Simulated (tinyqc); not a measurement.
# Worked calculation: small-signal admittance of a forward-biased p+-n diode

Computed by the program tinyqc: `OMP_NUM_THREADS=1 python tinyqc.py 2890176 2890177 out.jsonl`, one thread of a shared Intel Xeon 2.30GHz, about 0.01 s for the whole run. Printed values are rounded.

Holes injected into a neutral base of width wb with an ohmic contact at its end; low injection, p0 far above the equilibrium density. A small voltage v exp(i w t), w = 2 pi f, modulates the edge density by p0 v/Vt, and the small-signal density obeys Dp d2p/dx2 = (1/tau + i w) p.

Inputs (values chosen for the exercise); permittivity close to that of germanium: temperature T = 300 K; relative permittivity eps_r = 16; donor density of the base Nd = 2.5e15 cm^-3; hole diffusion coefficient Dp = 43 cm^2/s; hole lifetime tau = 3e-7 s; width of the neutral base wb = 93 um; excess hole density at the junction edge p0 = 1.1e12 cm^-3; acceptor density of the p+ side Na = 3e19 cm^-3; signal frequency f = 8.5e5 Hz.

Constants: q = 1.602176634e-19 C, kB = 1.380649e-23 J/K, Vt = kB T/q, eps0 = 8.8541878128e-14 F/cm where lengths are in cm. Results are converted to the units shown.

## Closed-form admittance

L = sqrt(Dp tau); direct current J = (q Dp p0/L) coth(wb/L); k = sqrt(1 + i w tau)/L; diffusion admittance Y = (q Dp p0/Vt) k coth(k wb) = G + i w C_diff; junction capacitance C_j = sqrt(q eps0 eps_r Nd/(2 Vr)) in the depletion approximation, with the remaining barrier Vr = Vt ln(Na/p0), a rough value under forward bias; base-width modulation is left out.

L = 35.9166 um
J = 0.00213389 A/cm^2
k wb = 3.11188+1.72601i
Y = 0.0976530+0.0543183i S/cm^2
C_diff = 0.0101706 uF/cm^2
C_j = 0.0253179 uF/cm^2

G is 1.18 times its low-frequency value J/Vt, and C_diff is 0.402 times C_j.

## The same by finite differences

7 equal intervals, h = wb/7; u = small-signal density over its edge value, u_0 = 1, u_7 = 0; u_(i-1) + b u_i + u_(i+1) = 0 with b = -2 - h^2 (1/tau + i w)/Dp; Y = (q Dp p0/(Vt h)) (-b/2 - u_1), which includes the half box at the edge.

b = -2.13683-0.21923i
u, node 1 to 6: 0.624772-0.152598i  0.368486-0.189108i  0.204078-0.170710i  0.105019-0.130930i  0.049033-0.086041i  0.018620-0.042176i
Y on the mesh = 0.0978871+0.0578559i S/cm^2

Against the closed form the real part is 0.24 % above it and the imaginary part 6.5 % above it; |k h| = 0.51.
